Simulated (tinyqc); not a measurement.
Thermal stress and diffusional relaxation in a metal film: Coble and Nabarro-Herring creep, cooling and holds: one step, computed by the program tinyqc. Command: `OMP_NUM_THREADS=1 python tinyqc.py 3013165 3013166 out.jsonl creep walk`. One thread of a shared host (Intel(R) Xeon(R) Processor @ 2.30GHz), about 0.04 s of CPU time with the checks.

A thin film on a rigid substrate is stress-free at T0. Tension is positive and the film creeps linearly: d sigma/dt = -M (mismatch) dT/dt - sigma/tau.

Problem. Stress after cooling to room temperature. Creep rate per stress: Nabarro-Herring 14 D Omega/(k_B T d^2), Coble (14 pi) delta D_b Omega/(k_B T d^3), with D = D0 exp(-E/(k_B T)), delta D_b = (delta D_b)0 exp(-E_b/(k_B T)); 1/tau = M x (sum of both)/2 (biaxial strain rate is half the uniaxial one). Temperatures in kelvin are T(C) + 273.15. Cooling from T0 at the constant rate: d sigma/dT = -slope + sigma/(tau(T) x rate), integrated to 25 C (stiff solver, tolerance 1e-9). Effective stress-free temperature T_eff = 25 C + sigma/slope.

Inputs (values chosen for the exercise, modelled on aluminium films on silicon):

| quantity | value | unit |
|---|---|---|
| biaxial modulus M | 105 | GPa |
| atomic volume Omega | 16.6 | angstrom^3 |
| lattice prefactor D0 | 0.00022 | m^2/s |
| lattice energy E | 1.46 | eV |
| boundary prefactor (delta D_b)0 | 4.6e-14 | m^3/s |
| boundary energy E_b | 0.875 | eV |
| grain size d | 3.9 | um |
| stress-free temperature T0 | 350 | C |
| hold temperature T | 210 | C |
| cooling rate | 10 | C/min |

thermoelastic slope = 2.2155 MPa/K

Constants: k_B = 1.380649e-23 J/K; k_B = 8.617333262e-05 eV/K.

Give: stress at 25 C; effective stress-free temperature.

Solution.

stress at 25 C = 425.30 MPa

effective stress-free temperature = 216.97 C

Creep during cooling removes 40.9 % of the elastic value. Caution: bulk creep laws overstate relaxation in a bonded film, and dislocation glide would cap stresses above the yield stress.
